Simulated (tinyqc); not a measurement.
Equilibrium and kinetic segregation of a solute to boundaries and growing surfaces. Changing the anneal time t. Computed by tinyqc, a small Python program. Command: `OMP_NUM_THREADS=1 python tinyqc.py 3003355 3003356 out.jsonl segreg sweep`. One thread of a shared host (Intel(R) Xeon(R) Processor @ 2.30GHz), about 0.01 s of CPU time with the checks.

Inputs (values chosen for the exercise, modelled on phosphorus in polycrystalline silicon):
```
quantity                               value   unit
segregation energy Q                   0.473     eV
interaction z w (positive attracts)     0.15     eV
total solute fraction x0             0.00033      -
temperature T                           1325      K
grain size d                             950     nm
boundary thickness delta                0.51     nm
bulk diffusivity D                   1.8e-17  m^2/s
mixing                                   0.5      -
```

Isotherm: Fowler-Guggenheim.

Constants: k_B = 8.617333262e-05 eV/K.

Method:
- With theta the solute fraction on boundary sites and x that in the grains, theta/(1 - theta) = [x/(1 - x)] exp[(Q + z w theta)/(k_B T)].
- The coverage theta_inf is that for x = x0. Start at theta = 0; theta(new) = theta + mixing (theta(out) - theta); stop below 1e-10, 80 steps at most.
- McLean kinetics from a uniform start, fed from both sides, with a constant enrichment beta = theta_inf/x0: (theta - x0)/(theta_inf - x0) = 1 - exp(s^2) erfc(s), s = 2 sqrt(D t)/(beta delta); half filling at s = 0.7691, t = (0.7691 beta delta/2)^2/D. D is an input and does not follow T.

One run for each value:
```
anneal time t (s)  degree of filling          s
2.10e+01                      0.6221  1.203e+00
8.70e+01                      0.7853  2.448e+00
3.60e+02                      0.8889  4.980e+00
1.50e+03                      0.9448  1.017e+01
6.30e+03                      0.9730  2.083e+01
2.60e+04                      0.9867  4.232e+01
1.10e+05                      0.9935  8.705e+01
4.50e+05                      0.9968  1.761e+02
1.90e+06                      0.9984  3.618e+02
```

Over the rows, degree of filling rises from 0.622 to 0.998 (exponent d ln y / d ln x 0.16 between the first rows and 0.0011 between the last); s rises from 1.20 to 362 (exponent d ln y / d ln x about 0.50 throughout).

Caution (rows 6300, 26000, 110000, 450000, 1.90e6): sqrt(D t) reaches across the grain, so the semi-infinite solution overstates the filling.

Extremes, crossings and ranges named in words are read from the listed rows.
